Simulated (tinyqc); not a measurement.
Inside a calculation. Model: undoped symmetric double-gate MOSFET, analytic potential model.

tinyqc, about 0.03 s, one thread, Intel Xeon 2.30GHz (shared host): `OMP_NUM_THREADS=1 python tinyqc.py 2440116 2440117 out.jsonl` Printed values are rounded.

An undoped body of thickness ts between two equal insulators and tied gates; long channel, electrons only, n = ni exp((psi - V)/Vt) with V the quasi-Fermi potential (0 at the source, Vd at the drain), constant mobility, no quantisation. Across the body psi(x) = V - 2 Vt ln[(ts/(2 beta)) sqrt(q ni/(2 eps0 eps_r Vt)) cos(2 beta x/ts)], x from the centre. Q is the electron charge per area of the whole body.

Inputs (values chosen for the exercise); material values close to those of germanium: temperature T = 300 K; band gap Eg = 0.663 eV; relative permittivity of the semiconductor eps_r = 16.3; conduction-band density of states at T Nc = 1.04e19 cm^-3; valence-band density of states at T Nv = 6.06e18 cm^-3; relative permittivity of the gate insulator eox = 21.9; insulator thickness tox = 6.2 nm; body thickness ts = 5 nm; gate work function less that of the intrinsic body dphi = -0.01 V; channel mobility mu = 290 cm^2/(V s); gate length L = 0.2 um; gate voltage Vg = 0.32 V; drain voltage Vd = 0.8 V.

Constants: q = 1.602176634e-19 C, kB = 1.380649e-23 J/K, Vt = kB T/q, eps0 = 8.8541878128e-14 F/cm where lengths are in cm. Results are converted to the units shown.

Range of the model: In a body this thin, quantum confinement raises the threshold; it is left out.

## Constants of the body

ni = sqrt(Nc Nv) exp(-Eg/(2 Vt)), Eg in volts; r = eps_r tox/(eox ts); V0 = dphi + 2 Vt ln[(2/ts) sqrt(2 eps0 eps_r Vt/(q ni))].

ni = 2.14189e13 cm^-3
r = 0.922922
V0 = 0.319864 V

## Iteration 1: beta at the source by Newton steps in z = ln(tan beta)

z at the start = -1

With V = 0, t = exp(z), beta = arctan(t): f = ln(beta) + (1/2) ln(1 + t^2) + 2 r beta t - (Vg - V0)/(2 Vt); with c = t/(1 + t^2), df/dz = c/beta + t c + 2 r t (c + beta); z(new) = z - f/(df/dz).

beta = 0.352513
f = -0.742459
df/dz = 1.49780
z after iteration 1 = -0.504300

## Iteration 2: beta at the source by Newton steps in z = ln(tan beta)

As before.

beta = 0.543303
f = 0.148411
df/dz = 2.18073
z after iteration 2 = -0.572356

## Course of the iteration: beta at the source by Newton steps in z = ln(tan beta)

Stop when z changes by less than 1e-11, or after 60 iterations.

Course of the iteration:
```
iteration,z,|change|
1,-0.504300,0.496
2,-0.572356,0.0681
3,-0.574465,2.11e-3
4,-0.574467,1.91e-6
5,-0.574467,1.55e-12
```

Converged in 5 iterations. At the end the number of correct digits about doubles with each step.

## Charges and drain current

beta_s = 0.512773
beta_d = 1.91178e-7

beta (between 0 and pi/2) solves (Vg - V0 - V)/(2 Vt) = ln(beta) - ln(cos beta) + 2 r beta tan(beta). Q = 8 eps0 eps_r Vt beta tan(beta)/ts; I = mu (1/L)(4 eps0 eps_r/ts)(2 Vt)^2 [g(beta_s) - g(beta_d)] per width, g = beta tan(beta) - beta^2/2 + r beta^2 tan^2(beta), with beta_s at V = 0 and beta_d at V = Vd.

Qs = 172.341 nC/cm^2
Qd = 2.18186e-11 nC/cm^2
g(beta_s) = 0.234146
g(beta_d) = 1.82745e-14
I = 10.4792 uA/um

The term r beta^2 tan^2(beta), which gives the square law, makes up 32.9 % of g at the source.

## Potential and electron density across the body at the source

```
point,x/ts
0,0
1,0.1
2,0.2
3,0.3
4,0.4
5,0.45
6,0.5
```

psi(x) as above with V = 0 and beta = beta_s; n = ni exp(psi/Vt).

```
point,psi (V),n (cm^-3)
0,0.295330,1.95939e18
1,0.295602,1.98014e18
2,0.296425,2.04419e18
3,0.297816,2.15722e18
4,0.299808,2.32996e18
5,0.301043,2.44398e18
6,0.302448,2.58046e18
```

The density at the surface is 1.32 times that at the centre (1/cos^2 beta).
